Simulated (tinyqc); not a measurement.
Speciation in dilute and buffered hydrofluoric acid, oxide etch rate and bath loading: one step, computed by the program tinyqc.

Concentrations stand for activities, NH4+ and Cl- are spectators, and water ionisation is neglected. H, F and HF2 denote the ions H+, F- and HF2-. The base temperature is 298 K.

Question. One trial. Fluoride balance: [HF] + [F] + 2 [HF2] + 2 [H2F2] = HF added + NH4F added. Acid balance: [H] + [HF] + [HF2] + 2 [H2F2] = HF added + HCl added. For a trial [H], [HF] = [H][F]/K1, and the fluoride balance is a quadratic in [F]. Take pH = 3. The residual is the left side of the acid balance less the right.

Inputs (values chosen for the exercise, of the order of those for thermal oxide at room temperature):

| quantity | value | unit |
|---|---|---|
| HF added | 0.3 | mol/L |
| NH4F added | 0.73 | mol/L |
| HCl added | 0 | mol/L |
| K1 = [H][F]/[HF] | 0.000671 | mol/L |
| K2 = [HF2]/([HF][F]) | 3.44 | L/mol |
| K3 = [H2F2]/[HF]^2 | 0 | L/mol |

Give: [F]; [HF]; [HF2]; [H2F2]; residual.

Answer.

[F] = 0.21798 mol/L

[HF] = 0.32485 mol/L

[HF2] = 0.24359 mol/L

[H2F2] = 0 mol/L

residual = 0.26944 mol/L

The residual is positive: the trial holds too much acid, so the pH lies above 3.
